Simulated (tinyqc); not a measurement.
Inside a calculation: two-dimensional electron gas with Rashba and Dresselhaus coupling. Values are carried at full precision from step to step, so a last printed digit may differ when a step is redone from the rounded ones.

H = c k^2/m + al (ky sx - kx sy) + b1 (kx sx - ky sy) + gam kx ky (kx sy - ky sx), s the Pauli matrices, x = [100], c = hbar^2/2m0, b1 = gam (pi/L)^2 (hard walls). H = c k^2/m + B.s, so E = c k^2/m -/+ |B| and the lower state has its spin along -B.

Constants: hbar^2/2m0 = 3.80998211 eV angstrom^2; hbar = 6.58211957e-16 eV s.

Inputs chosen for the exercise (of the size met in InAs; shifted at random, so the results belong to these values and not to a real crystal): m = 0.0241 m0 (mass); al = 0.27 eV angstrom (Rashba constant); gam = 27.5 eV angstrom^3 (bulk Dresselhaus constant); L = 177 angstrom (width of the (001) well); n = 2.9 1e11/cm^2 (sheet density (one subband filled)); phi = 160 degrees (angle of k from [100]).

## Scales

b1; mean Fermi wave vector k0 = sqrt(2 pi n) (1e11/cm^2 = 1e-5/angstrom^2); E0 = c k0^2/m; b3 = gam k0^2/4; kR = al m/(2c) and ER = al kR/2, the shift and depth of a pure Rashba band.

b1 = 0.008663 eV angstrom
k0 = 0.01350 1/angstrom
E0 = 28.806 meV
b3 = 0.001253 eV angstrom
kR = 0.0008539 1/angstrom
ER = 0.1153 meV

The ratio al/(b1 - b3) is 36.43; kR is 6.3 % of k0.

## Spin-orbit field at one point of the Fermi circle

k = k0 (cos phi, sin phi). Form B, the splitting 2|B| and the direction of the lower spin, atan2(-By, -Bx).

Bx, By (meV): 1.1441  3.4053

splitting = 7.1846 meV
direction of the lower spin = -108.6 degrees

## The matrix

H = [[E0, Bx - i By], [Bx + i By, E0]] in meV; diagonalise. Precession period h/(2|B|) = 2 pi hbar/(splitting).

H (meV):
```
,up,down
up,28.8061,1.1441-3.4053i
down,1.1441+3.4053i,28.8061
```

levels (meV): 25.2137  32.3984

period = 0.576 ps

## The two wave vectors at the energy E0 along this direction

Solve c k^2/m -/+ |B(k)| = E0. The spin turns by (k_outer - k_inner) per length, so a half turn takes pi/(difference).

k (1/angstrom): outer 0.014367, inner 0.012684

difference = 0.001684 1/angstrom
length of a half turn = 186.6 nm

For linear terms alone the difference is (m/c)|B|/k, whatever the energy: every electron along this direction turns alike, the basis of the spin transistor. The cubic term makes it depend on density.

## Checks

- Difference of the Fermi wave vectors without Dresselhaus terms against al m/c: both 0.0017079.

Run: tinyqc, `OMP_NUM_THREADS=1 python tinyqc.py 1450745 1450746 out.jsonl`; Intel(R) Xeon(R) Processor @ 2.30GHz, one thread, shared host; about 0.01 s of CPU time with all checks.
